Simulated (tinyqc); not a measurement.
Inside a calculation. Model: depletion-mode phase shifter in a rib waveguide and its Mach-Zehnder modulator.

Numbers from tinyqc (`OMP_NUM_THREADS=1 python tinyqc.py 2650008 2650009 out.jsonl`; about 0.01 s on one thread of a shared Intel Xeon 2.30GHz). Printed values are rounded.

A lateral p-n junction at x0 in a waveguide whose mode intensity is a Gaussian of rms width s about x = 0; p side at smaller x. Reverse bias removes carriers and raises the index. Abrupt junction, doping uniform over the whole mode, lumped electrode (no travelling-wave effects).

Parameters, values chosen for the exercise; values close to those of silicon near 1550 nm: wavelength lam = 1550 nm; relative permittivity of the semiconductor eps_r = 11.7; acceptor density Na = 4.1e17 cm^-3; donor density Nd = 1.4e18 cm^-3; built-in voltage Vb = 0.86 V; rms width of the lateral mode intensity s = 130 nm; junction offset towards the n side x0 = -40 nm; vertical confinement times ng/n G = 0.99; rib height hr = 150 nm; fringe capacitance Cf = 56 pF/m; series resistance Rs = 7.4 ohm mm; length of the phase shifter L = 2 mm; reverse bias V = 2 V; passive loss a0 = 1.8 dB/cm.

Constants: q = 1.602176634e-19 C, eps0 = 8.8541878128e-14 F/cm where lengths are in cm. Results are converted to the units shown.

## Index and absorption of the doped regions

Free-carrier changes (empirical, N and P in cm^-3): |dn| = 8.5e-18 P^0.8 for holes, 8.8e-22 N for electrons; absorption 6e-18 P and 8.5e-18 N in 1/cm.

dn_h = 0.00104628
dn_e = 0.001232
a_h = 2.46 1/cm
a_e = 11.9 1/cm

Index change per unit absorption: holes 4.25 um, electrons 1.04 um, a ratio of 4.11.

## Depletion edges and mode overlap

W = sqrt(2 eps0 eps_r (Vb + V)(1/Na + 1/Nd)/q); edges xp = x0 - W Nd/(Na + Nd), xn = x0 + W Na/(Na + Nd); F(x) = [1 + erf(x/(sqrt(2) s))]/2.

W at 0 and at V (nm): 59.2188  107.992

```
edge   edge (nm)         F
xp(0)   -85.8046  0.254616
xn(0)   -26.5858  0.418979
xp(V)   -123.530  0.170997
xn(V)   -15.5376  0.452432
```

## Index shift, efficiency, loss and bandwidth

dneff = G {dn_h [F(xp(0)) - F(xp(V))] + dn_e [F(xn(V)) - F(xn(0))]}; VpiL = lam V/(2 dneff); loss = a0 + 4.343 G {a_h F(xp) + a_e [1 - F(xn)]} dB/cm at V; C = eps0 eps_r hr/W + Cf; fRC = 1/(2 pi Rs C).

dneff = 1.27414e-4
VpiL = 1.21650 V cm
loss = 31.6249 dB/cm
C = 199.891 pF/m
fRC = 107.596 GHz

The product VpiL x loss is 38.5 V dB.

## Mach-Zehnder modulator

One arm driven from 0 to V: phase 2 pi dneff L/lam; biased at quadrature the output swings between [1 -+ sin(phase/2)]/2; extinction ratio in dB; insertion loss = loss x L.

phase = 0.328811 pi
extinction ratio = 4.70011 dB
insertion loss = 6.32498 dB
